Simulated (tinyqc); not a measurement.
Worked calculation: coherent transport through a tight-binding region between two chains. One step of it, computed by the program tinyqc.

Problem. Transmission at E = -0.21 eV. Surface Green function g = (E - i sqrt(4 t^2 - E^2)) / (2 t^2); self-energy tc^2 g on each contact site; G = (E - H - Sigma)^(-1); Gamma = -2 Im Sigma; T = Gamma_L Gamma_R |G_LR|^2; local density of states -Im G_ii / pi.

H of the central region (eV):
```
           1          2
1   0.000000  -1.190000
2  -1.190000   0.000000
```

Leads: semi-infinite chains with site energy 0:

| parameter | value |
|---|---|
| lead hopping t (eV) | 1.870000 |
| coupling to the left lead (eV) | 0.420000 |
| coupling to the right lead (eV) | 0.390000 |
| left contact site | 1 |
| right contact site | 2 |

E = -0.210000 eV

Give: g; G; local density of states; transmission.

Solution.

g = -0.0300-0.5339i 1/eV

G (1/eV):
```
                1               2
1  0.1471-0.0626i  0.8607-0.0224i
2  0.8607-0.0224i  0.1463-0.0720i
```

local density of states (1/eV): 0.0199  0.0229

transmission = 0.0227
